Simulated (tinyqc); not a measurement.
# Undoped gate-all-around wire MOSFET, analytic charge model: effect of the gate work function less that of the intrinsic body

An undoped round wire of radius R under an insulator shell and a surrounding gate; long channel, electrons only, n = ni exp((psi - V)/Vt) with V the quasi-Fermi potential (0 at the source, Vd at the drain), constant mobility, no quantisation. The radial Poisson equation gives n(r) = n(0)/(1 - (1 - b) r^2/R^2)^2 with b = Q0/(Q + Q0). Q is the electron charge per area of the wire surface.

ni = sqrt(Nc Nv) exp(-Eg/(2 Vt)), Eg in volts; Cox = eps0 eox/(R ln(1 + tox/R)); Q0 = 4 eps0 eps_r Vt/R; V0 = dphi + Vt ln[8 eps0 eps_r Vt/(q ni R^2)]. Q solves Vg - V0 - V = Q/Cox + Vt ln(Q/Q0) + Vt ln(1 + Q/Q0). I = mu (2 pi R/L)[2 Vt (Qs - Qd) + (Qs^2 - Qd^2)/(2 Cox) + Vt Q0 ln((Qd + Q0)/(Qs + Q0))], with Qs at V = 0 and Qd at V = Vd.  I(low) is taken at Vg = 0.12 V, Qs and I(high) at Vg = 0.87 V.

Parameters, values chosen for the exercise; material values close to those of germanium: temperature T = 300 K; band gap Eg = 0.66 eV; relative permittivity of the semiconductor eps_r = 16.2; conduction-band density of states at T Nc = 1.06e19 cm^-3; valence-band density of states at T Nv = 5.9e18 cm^-3; relative permittivity of the gate insulator eox = 4.05; insulator thickness tox = 3.9 nm; wire radius R = 3 nm; channel mobility mu = 370 cm^2/(V s); gate length L = 0.1 um; drain voltage Vd = 1 V.

Constants: q = 1.602176634e-19 C, kB = 1.380649e-23 J/K, Vt = kB T/q, eps0 = 8.8541878128e-14 F/cm where lengths are in cm. Results are converted to the units shown.

Effect of the gate work function less that of the intrinsic body:
```
dphi (V)  V0 (V)  I(low) (nA)  Qs(high) (nC/cm^2)  I(high) (uA)
-0.13     0.2247        13.95               867.6         20.52
-0.08     0.2747        2.205               800.7         17.61
-0.03     0.3247       0.3235               734.1         14.93
0.02      0.3747      0.04687               667.9         12.49
0.07      0.4247     0.006777               602.2         10.27
0.12      0.4747     9.798e-4               536.9         8.286
0.17      0.5247     1.416e-4               472.3         6.527
```

As dphi goes from -0.13 to 0.17 V, I(low) falls from 14.0 to 1.42e-4 nA and I(high) falls from 20.5 to 6.53 uA. V0 rises from 0.225 to 0.525 V. In every row the surface density at the source at the higher gate voltage passes 0.3 Nc, where Boltzmann statistics fail. In every row mu V/L at the higher gate voltage, with V the smaller of Vd and Vg - V0, passes 3e6 cm/s, so velocity saturation would lower the current. In every row the body is thin enough for quantum confinement, left out here, to raise the threshold.

Numbers from tinyqc (`OMP_NUM_THREADS=1 python tinyqc.py 2460040 2460041 out.jsonl`; about 0.02 s on one thread of a shared Intel Xeon 2.30GHz).
